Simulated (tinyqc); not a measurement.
Index and thickness from Psi and Delta.

Inverse problem. Air (index 1), film, substrate with N2 = n2 - i k2; time factor exp(+i w t). q_j = sqrt(N_j^2 - sin^2 th), root with positive real part. Fresnel coefficients r_s = (q_a - q_b)/(q_a + q_b), r_p = (N_b^2 q_a - N_a^2 q_b)/(N_b^2 q_a + N_a^2 q_b). tan(Psi) exp(i Delta) = R_p/R_s, Delta taken from 0 to 360 degrees. beta = 2 pi d q1/lam, X = exp(-2 i beta), R = (r01 + r12 X)/(1 + r01 r12 X) for p and s. The film is transparent, with 1.15 < n1 < 2.9 and d under half a period. Find n1, d and the period.

Values chosen for this exercise: wavelength lam = 800 nm; angle of incidence th = 70 degrees; index of the substrate n2 = 3.692; extinction coefficient of the substrate k2 = 0.0065.

Psi = 31.410166 degrees
Delta = 37.225874 degrees

Solution. Two measured angles fix two unknowns; a search from many starts finds one solution in the range given. Thicker films with d plus a multiple of the period give the same angles.

n1 = 2.06
d = 88.0 nm
period = 218 nm

tinyqc, about 0.3 s, one thread, Intel Xeon 2.30GHz (shared host): `OMP_NUM_THREADS=1 python tinyqc.py 2870231 2870232 out.jsonl`
